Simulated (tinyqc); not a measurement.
Lossy package transmission line with skin effect: one step of the calculation.

A uniform line in a homogeneous dielectric: c = sqrt(er)/(c0 Z0), l = Z0 sqrt(er)/c0 (c0 = 299792458 m/s), g = w c td, w = 2 pi f. The resistance joins its limits as r = sqrt(r_dc^2 + r_hf^2), with r_dc = rho/(wd th), r_hf = kr rho/(2 delta (wd + th)), delta = sqrt(rho/(pi f mu0)), mu0 = 4 pi 1e-7 H/m; this is an interpolation, and internal inductance, up to 0.05 nH/mm at low frequency, is neglected.

Problem. Line constants. delta, r_dc, r_hf, r, l, c and g as defined.

Inputs (values chosen for the exercise): width of the strip wd = 20 um; thickness of the strip th = 17 um; resistivity rho = 2.9 uohm cm; relative permittivity er = 3.5; loss tangent td = 0.002; lossless impedance sqrt(l/c) Z0 = 40 ohm; factor for crowding and the return path kr = 1.2; frequency f = 0.73 GHz.

Wanted: delta; r_dc; r_hf; r; l; c; g.

Solution.

delta = 3.1722 um
r_dc = 0.085294 ohm/mm
r_hf = 0.14825 ohm/mm
r = 0.17103 ohm/mm
l = 0.24962 nH/mm
c = 156.01 pF/m
g = 0.0014312 S/m

r is 2.01 times r_dc; the skin depth is 0.187 of the thickness.

Computed by the program tinyqc: `OMP_NUM_THREADS=1 python tinyqc.py 2810174 2810175 out.jsonl`, one thread of a shared Intel Xeon 2.30GHz, about 0.01 s for the whole run.
